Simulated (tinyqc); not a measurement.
# Quantum point contact as a saddle point with Zeeman splitting: two studies

Potential V0 - m wx^2 x^2/2 + m wy^2 y^2/2; energies are counted from V0. Mode n = 0, 1, ... transmits T_n(E) = 1/(1 + exp(-2 pi (E - E_n)/wx)), E_n = wy (n + 1/2) +/- Ez/2 for the two spins, Ez = gs muB B, muB = q hbar/(2 m0); each spin carries q^2/h.

Inputs (values chosen for the exercise): temperature T = 0.1 K; transverse quantum hbar wy wy = 3.5 meV; curvature of the barrier hbar wx wx = 3.3 meV; size of the g factor gs = 1.3; in-plane magnetic field B = 1 T.

Constants: q = 1.602176634e-19 C, kB = 1.380649e-23 J/K, hbar = 1.054571817e-34 J s, m0 = 9.1093837015e-31 kg, Vt = kB T/q. Results are converted to the units shown.

Each table varies one quantity; the others keep the values above.

## Conductance steps

g(T) = int g(E) (-df/dE) dE = int g(mu + x kB T) dx/(4 cosh^2(x/2)), g(E) the zero-temperature value at E, g = G/(2 q^2/h).

Conductance steps:
```
mu (meV)  g at T = 0     g(T)  dg/dmu (1/meV)
0            0.03462  0.03463         0.06364
0.88          0.1607   0.1608          0.2568
1.75          0.5013   0.5013          0.4777
2.62          0.8462   0.8462          0.2690
3.5            1.000    1.000          0.1272
4.38           1.154    1.154          0.2694
5.25           1.500    1.500          0.4801
6.12           1.846    1.846          0.2694
7              2.000    2.000          0.1273
7.88           2.154    2.154          0.2694
8.75           2.500    2.500          0.4802
9.62           2.846    2.846          0.2694
10.5           3.000    3.000          0.1273
11.38          3.154    3.154          0.2694
12.25          3.500    3.500          0.4802
```

Read the table: what changes, and by how much?

g rises from 0.0346 to 3.50. The slope is smallest, 0.127 per meV, at mu = 3.5 meV (g = 1.00) and largest, 0.480, at 12.25 meV among the rows after the first. A riser is wx/(2 pi) = 0.525 meV wide by tunnelling and kB T = 0.00862 meV by heat, against the spacing wy = 3.5 meV and Ez = 0.0752 meV.

## Spin splitting of the first step

Same model as above.

Result of one run:
```
B (T)  Ez (meV)  g at mu = wy/2  dg/dmu there (1/meV)
11.4     0.8578          0.5017                0.4079
```

What becomes of these results when the in-plane magnetic field B is changed from 11.4 to 16 T, all else the same?

Result of the changed run:
```
B (T)  Ez (meV)  g at mu = wy/2  dg/dmu there (1/meV)
16        1.204          0.5022                0.3526
```

The whole series:
```
B (T)  Ez (meV)  g at mu = wy/2  dg/dmu there (1/meV)
0             0          0.5013                0.4783
2.3      0.1731          0.5013                0.4751
4.6      0.3461          0.5013                0.4658
6.9      0.5192          0.5014                0.4507
9.1      0.6848          0.5016                0.4317
11.4     0.8578          0.5017                0.4079
13.7      1.031          0.5019                0.3812
16        1.204          0.5022                0.3526
```

At the middle of the first riser g stays near 1/2, while the slope falls from 0.478 to 0.353 1/meV. It keeps more than a fifth of its zero-field value, so the plateau at q^2/h is not yet flat.

Range of the model: Orbital effects of the in-plane field and interactions (such as the 0.7 feature) are left out.

Numbers from tinyqc (`OMP_NUM_THREADS=1 python tinyqc.py 2740010 2740011 out.jsonl`; about 0.03 s on one thread of a shared Intel Xeon 2.30GHz).
